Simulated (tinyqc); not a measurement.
From results back to parameters: configuration-coordinate model of carrier capture at a defect. Four cases, with inputs chosen for the exercise.

Problem. For two parabolas of equal curvature the ionisation peak lies at ET + ER, the emission barrier is (ER + ET)^2/(4 ER), and the standard deviation of the band at T = 0 is sqrt(ER hw). The values come from hidden ET, ER and hw.

Find: ET, ER, hw; capture barrier.

Method. ER is the squared peak energy over four times the emission barrier; ET is the rest, hw = variance/ER, and the capture barrier is the emission barrier less ET.

Case 1.

ionisation peak = 1.1900 eV
emission barrier = 0.680817 eV
standard deviation at T = 0 = 0.146014 eV

Solution.

ET, ER, hw (eV): 0.670  0.520  0.041

capture barrier = 0.011 eV

Case 2.

ionisation peak = 0.9300 eV
emission barrier = 0.296199 eV
standard deviation at T = 0 = 0.093595 eV

Solution.

ET, ER, hw (eV): 0.200  0.730  0.012

capture barrier = 0.096 eV

Case 3.

ionisation peak = 1.2100 eV
emission barrier = 0.989257 eV
standard deviation at T = 0 = 0.121655 eV

Solution.

ET, ER, hw (eV): 0.840  0.370  0.040

capture barrier = 0.149 eV

Case 4.

ionisation peak = 1.0000 eV
emission barrier = 0.265957 eV
standard deviation at T = 0 = 0.106207 eV

Solution.

ET, ER, hw (eV): 0.060  0.940  0.012

capture barrier = 0.206 eV

Computed by tinyqc, one run a case: `OMP_NUM_THREADS=1 python tinyqc.py N N+1 out.jsonl` with N = 1481122, 1481137, 1481145, 1481218; one thread of a shared Intel(R) Xeon(R) Processor @ 2.30GHz, about 0.01 s a run at most.
